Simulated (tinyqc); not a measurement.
Donors with valley-orbit split 1s states, step by step. Values are carried at full precision from step to step, so a last printed digit may differ when a step is redone from the rounded ones.

Each donor binds at most one electron, in any of its states. For a site s, W_s = sum over its states of g exp(E/kT), and the ionised share is 1/(1 + W_s exp(eta)), eta = (EF - Ec)/kT; n = Nc F_1/2(eta); neutrality n + NA = ND x (mean ionised share); holes are neglected. Nc from N = 2 (m kB T/(4 pi c))^(3/2) with c = hbar^2/2m0, in 1/angstrom^3; times 1e24 for 1/cm^3, m = md. F_j(eta) = (1/Gamma(j + 1)) integral_0^infinity x^j dx/(1 + exp(x - eta)), which tends to exp(eta) for eta << 0.

Constants: hbar^2/2m0 = 3.80998211 eV angstrom^2; kB = 8.617333262e-05 eV/K.

Values chosen for the exercise (near those of P in Si; shifted at random, so the results belong to these values and not to a real crystal): md = 1.052 m0 (density-of-states mass of the conduction band); E = (45.4, 33.3, 32.1) meV (binding energies of 1s(A1), 1s(T2), 1s(E)); g = (2, 6, 4) (their degeneracies with spin); T = 300 K; ND = 2e+15 1/cm^3 (donors); NA = 0 1/cm^3 (compensating acceptors, all ionised); mu0 = 71 cm^2/(V s) (mobility at heavy doping); mu1 = 1334 cm^2/(V s) (mobility at light doping and 300 K); Nr = 1e+17 1/cm^3 (reference doping); de = 0.72 (doping exponent); ga = 2.3 (temperature exponent).

## Partition sums of the neutral donor

Give each term g exp(E/kT), W_s, and the effective degeneracy W_s exp(-E_ground/kT).

Nc = 2.7077e+19 1/cm^3

terms: 1s(A1) 11.58, 1s(T2) 21.76, 1s(E) 13.85

W_s: donor 47.181

effective degeneracy: donor 8.149

The ground state alone would give 2 and all states together 12; here the excited states hold 75 % of the bound electrons.

## Neutrality

Solve for eta.

eta = -9.517
n = 1.99e+15 1/cm^3

ionised share: donor 0.997

n is 0.997 of ND - NA.

## Mobility and resistivity

Mobility (Caughey-Thomas form): mu = mu0 + (mu1 (T/300)^(-ga) - mu0)/(1 + ((ND + NA)/Nr)^de); rho = 1/(e n mu), e = 1.602176634e-19 C.

Compare with full ionisation, n = ND - NA.

mu = 1262.7 cm^2/(V s)
rho = 2.48 ohm cm
rho at full ionisation = 2.47 ohm cm

Incomplete ionisation raises rho by a factor 1.

## Checks

- n at ND = 1e13 1/cm^3 against the root of n^2 = (Nc/W)(ND - n) (1/cm^3): both 1.000e+13.

Computed by tinyqc, a small Python program: `OMP_NUM_THREADS=1 python tinyqc.py 1680761 1680762 out.jsonl` (the numbers bound the seed that draws the inputs); one thread of a shared host (Intel(R) Xeon(R) Processor @ 2.30GHz), about 0.01 s for the whole set of steps.
